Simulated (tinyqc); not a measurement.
Trap density from two Hall measurements.

Question. p-type body, charge-sheet picture, full ionisation (an idealisation for deep acceptors), Boltzmann statistics for free electrons. e = Ec - EF at the surface. psi = Eg - Vt ln(Nv/Na) - e; N_dep = sqrt(2 eps0 eps_r Na (psi - Vt)/q); n_f = sqrt(N_dep^2 + 2 eps0 eps_r Vt Nc exp(-e/Vt)/q) - N_dep; Vg = Vfb + psi + q (N_dep + n_t + n_f)/Cox, Cox = eps0 eox/tox. Find e and n_t at both points and the mean trap density between them.

Inputs (values chosen for the exercise); band and dielectric values close to those of 4H silicon carbide:
- T = 300 K (temperature)
- Eg = 3.3 eV (band gap)
- eps_r = 9.52 (relative permittivity)
- Nc = 1.71e19 cm^-3 (conduction-band density of states at T)
- Nv = 2.48e19 cm^-3 (valence-band density of states at T)
- eox = 3.9 (relative permittivity of the insulator)
- tox = 65 nm (insulator thickness)
- Na = 3.8e15 cm^-3 (acceptor density)
- Vfb = -2.24 V (flat-band voltage without trapped charge)

Constants: q = 1.602176634e-19 C, kB = 1.380649e-23 J/K, Vt = kB T/q, eps0 = 8.8541878128e-14 F/cm where lengths are in cm. Results are converted to the units shown.

Vg (V): 1.9524245  2.6294831
free sheet density from the Hall effect (cm^-2): 9.4249417e9  8.8645185e10

Answer. Each n_f fixes e; what the gate voltage holds beyond psi, N_dep and n_f is trapped; the difference quotient is the density, smeared over a few Vt.

e (eV): 0.170  0.109
n_t (cm^-2): 7.90e10  2.00e11
mean trap density = 1.99e12 cm^-2 eV^-1

Numbers from tinyqc (`OMP_NUM_THREADS=1 python tinyqc.py 2222058 2222059 out.jsonl`; about 0.02 s on one thread of a shared Intel Xeon 2.30GHz).
